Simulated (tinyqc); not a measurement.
Changing the C12: anisotropic elasticity and sound waves of a cubic crystal. Computed by tinyqc, a small Python program. Command: `OMP_NUM_THREADS=1 python tinyqc.py 3004375 3004376 out.jsonl cubicelastic sweep`. One thread of a shared host (Intel(R) Xeon(R) Processor @ 2.30GHz), about 0.01 s of CPU time with the checks.

Voigt order 1..6 = xx, yy, zz, yz, xz, xy, with engineering shear strains. The rotated frame has x' as named, z' along the wafer normal and y' = z' x x'.

Inputs (values chosen for the exercise, modelled on aluminium):

| quantity | value | unit |
|---|---|---|
| C11 | 105 | GPa |
| C44 | 28.21 | GPa |
| expansion coefficient of the film | 24 | ppm/K |
| expansion coefficient of the substrate | 0.55 | ppm/K |
| cooling Delta T | 200 | K |

Frame: (110) wafer, x' along [1-11].

direction cosines a (rows x', y', z' in the cube axes):
```
            x           y           z
x'  0.5773503  -0.5773503   0.5773503
y'  0.4082483  -0.4082483  -0.8164966
z'  0.7071068   0.7071068   0.0000000
```

Method:
- S11 = (C11 + C12)/D, S12 = -C12/D, D = (C11 - C12)(C11 + 2 C12), S44 = 1/C44. Zener ratio A = 2 C44/(C11 - C12); S0 = S11 - S12 - S44/2; H = 2 C44 + C12 - C11.
- C'_ijkl = C12 delta_ij delta_kl + C44 (delta_ik delta_jl + delta_il delta_jk) - H sum_m a_im a_jm a_km a_lm.
- Invert C' to S'. E along x' = 1/S'11, along y' = 1/S'22; Poisson ratios nu(x'y') = -S'12/S'11 and nu(x'z') = -S'13/S'11; in-plane shear modulus 1/S'66.
- On cooling, a thick substrate imposes eps_1 = eps_2 = (alpha_film - alpha_substrate) Delta T and eps_6 = 0; the free surface sets sigma_3 = sigma_4 = sigma_5 = 0, which fixes eps_3, eps_4, eps_5. Biaxial modulus M = (sigma_1 + sigma_2)/(2 eps); energy density M eps^2. Elastic response and constant coefficients are assumed.

One run for each value:

| C12 (GPa) | E along x' (GPa) | biaxial modulus M (GPa) | Zener ratio A | nu(x'z') | in-plane shear modulus (GPa) |
|---|---|---|---|---|---|
| 5.25 | 68.017 | 93.21 | 0.5656 | 0.20555 | 39.709 |
| 16.40 | 70.249 | 99.91 | 0.6368 | 0.24511 | 37.223 |
| 27.60 | 71.959 | 104.53 | 0.7289 | 0.27541 | 34.432 |
| 38.70 | 73.294 | 107.35 | 0.8510 | 0.29908 | 31.322 |
| 49.90 | 74.384 | 108.72 | 1.0240 | 0.31840 | 27.767 |
| 61.00 | 75.275 | 108.83 | 1.2823 | 0.33420 | 23.742 |
| 72.20 | 76.030 | 107.85 | 1.7201 | 0.34757 | 19.060 |
| 83.30 | 76.667 | 105.97 | 2.6000 | 0.35886 | 13.650 |
| 94.50 | 77.221 | 103.25 | 5.3733 | 0.36867 | 7.205 |

Describe and explain the trends.

Over the rows, E along x' (GPa) rises from 68.0 to 77.2 (exponent d ln y / d ln x 0.028 between the first rows and 0.057 between the last); biaxial modulus M (GPa) goes from 93.2 through a maximum among these rows, 109 at 61.0, to 103; Zener ratio A rises from 0.566 to 5.37 (exponent d ln y / d ln x 0.10 between the first rows and 5.8 between the last). As C12 nears C11 the shear constant (C11 - C12)/2 vanishes, and directions that use it turn soft.

Caution (all rows): the thermal stress of this film exceeds 200 MPa, which can relax by slip, cracking or buckling in a real film.

Extremes, crossings and ranges named in words are read from the listed rows.
